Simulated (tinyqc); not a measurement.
Composition and strain of an epitaxial Si(1-x)Ge(x) layer from Raman and X-ray peaks: one step, computed by the program tinyqc. Command: `OMP_NUM_THREADS=1 python tinyqc.py 3005524 3005525 out.jsonl epiraman walk`. One thread of a shared host (Intel(R) Xeon(R) Processor @ 2.30GHz), about 0.01 s of CPU time with the checks.

A (001) layer, biaxially strained in the plane. The Raman peaks follow empirical lines omega = w0 + c1 x + c3 x^3 + b eps (c3 for Si-Ge alone), with eps the in-plane strain.

Question. Raman peaks. Insert x and eps in the three lines; the strain part is b eps.

Inputs (values chosen for the exercise, modelled on silicon-germanium):
```
quantity,value,unit
Ge fraction x,0.5,-
Si-Si: w0,520.7,1/cm
Si-Si: c1,-67.4,1/cm
Si-Si: strain coefficient b,-740,1/cm
Si-Ge: w0,400.3,1/cm
Si-Ge: c1,24.6,1/cm
Si-Ge: c3,-31,1/cm
Si-Ge: strain coefficient b,-603,1/cm
Ge-Ge: w0,280.3,1/cm
Ge-Ge: c1,18.5,1/cm
Ge-Ge: strain coefficient b,-474,1/cm
```

Substrate: germanium.

in-plane strain eps = 8.704289 per mille

Give: Si-Si peak; Si-Ge peak; Ge-Ge peak; strain parts.

Answer.

Si-Si peak = 480.6 1/cm

Si-Ge peak = 403.5 1/cm

Ge-Ge peak = 285.4 1/cm

strain parts (1/cm): Si-Si -6.441, Si-Ge -5.249, Ge-Ge -4.126

Read as unstrained, the Si-Si peak would give x = 0.596 in place of 0.5.
